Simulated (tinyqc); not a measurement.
Time-dependent dielectric breakdown: cell percolation, Weibull statistics, area scaling and voltage extrapolation: one step, computed by the program tinyqc. Command: `OMP_NUM_THREADS=1 python tinyqc.py 3030305 3030306 out.jsonl tddb walk`. One thread of a shared host (Intel(R) Xeon(R) Processor @ 2.30GHz), about 0.01 s of CPU time with the checks.

The oxide is divided into columns of area a^2, each holding m = t_ox/a cells (m is taken as continuous). A share lambda(t) = (t/t_1)^alpha of the cells is defective, and a column whose cells are all defective breaks down.

Question. Projection to use conditions. All three voltage laws share the slope n at the stress voltage. Factor t(V_u)/t(V): E law exp(n (1 - V_u/V)); 1/E law exp(n (V/V_u - 1)); power law (V/V_u)^n. Temperatures in kelvin are T(C) + 273.15. Temperature factor exp[(E_a/k_B)(1/T_u - 1/T)]; area factor (A/A_u)^(1/beta); percentile factor (-ln(1 - F))^(1/beta); life = t63 x all four; 1 year = 3.15576e7 s.

Inputs (values chosen for the exercise, for a model gate oxide): test area A = 1 um^2; product area A_u = 200000 um^2; stress voltage V = 6.78 V; use voltage V_u = 3.8 V; local exponent n = -d ln t/d ln V at the stress voltage = 38; activation energy E_a = 0.6 eV; stress temperature T = 105 C; use temperature T_u = 85 C; allowed failure fraction F = 1e-06.

Voltage law used: 1/E.

Weibull slope beta = 1.563830

characteristic life t63 = 1883.763 s

Constants: k_B = 8.617333262e-05 eV/K.

Give: voltage factor; temperature factor; area factor; percentile factor; projected life.

Answer.

voltage factor = 8.749e+12

temperature factor = 2.796

area factor = 4.076e-04

percentile factor = 1.456e-04

projected life = 86.68 years

Area and percentile together cost 7.2 decades, voltage and temperature return 13.4; a ten-year target is met. Caution: t_1 is an input here; in a real oxide it changes with thickness at fixed voltage. Caution: a voltage factor of more than nine decades rests wholly on the chosen law and cannot be tested.
